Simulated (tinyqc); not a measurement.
# Landau coefficient from the swing

Inverse problem. Below threshold and near Q = 0, a ferroelectric film of thickness tf changes the swing n Vt ln 10 by the factor 1 + 2 al tf Cp, and al = -3 sqrt(3) Ec/(4 Pr) (1 nm times 1 kV/cm is 1e-4 V). Find n, al and Pr.

Values chosen for this exercise: temperature T = 250 K; coercive field Ec = 1500 kV/cm; overlap capacitance per gate area Cp = 1.1 uF/cm^2.

Constants: q = 1.602176634e-19 C, kB = 1.380649e-23 J/K, Vt = kB T/q. Results are converted to the units shown.

swing without the film and with tf = 3.2 nm (mV/decade): [62.502751, 51.785215]

Answer. The first swing gives n, the ratio of the two gives al, and Ec then gives Pr.

n = 1.260
al = -243.6 kV cm/uC
Pr = 8.000 uC/cm^2

Numbers from tinyqc (`OMP_NUM_THREADS=1 python tinyqc.py 2860002 2860003 out.jsonl`; about 0.02 s on one thread of a shared Intel Xeon 2.30GHz).
